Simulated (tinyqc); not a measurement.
Implant damage, amorphisation by cascade overlap, and solid-phase epitaxial regrowth: one step, computed by the program tinyqc.

Range and width of the damage are inputs. Dynamic annealing enters only through the surviving share f.

Problem. Isothermal regrowth. v = v0 x orientation factor x exp(-E_a/(k_B T)) x [1 + (enhancement - 1) exp(-(z - R_d)^2/(2 s_d^2))], T = anneal temperature + 273.15 K; the dopant is taken to follow the damage profile; the lower front moves from the lower edge z2 to the surface, or to the middle (z1 + z2)/2 of a buried layer with upper edge z1; time = int dz/v; the equivalent undoped distance is that time times the undoped velocity.

Inputs (values chosen for the exercise, modelled on silicon ions in silicon): depth of the damage peak R_d = 11 nm; width of the damage profile s_d = 6 nm; regrowth prefactor v0 = 4.5e+15 nm/s; regrowth energy E_a = 2.71 eV; anneal temperature = 552 C; rate relative to (100) = 1; peak enhancement by the dopant = 2.8.

lower edge = 23.32476 nm

upper edge = 0 nm

Constants: k_B = 8.617333262e-05 eV/K.

Give: undoped velocity; distance to regrow; time without enhancement; equivalent undoped distance; time with enhancement.

Solution.

undoped velocity = 0.12627 nm/s

distance to regrow = 23.325 nm

time without enhancement = 184.72 s

equivalent undoped distance = 11.865 nm

time with enhancement = 93.960 s

The rate doubles for each 15 K or so near this temperature.
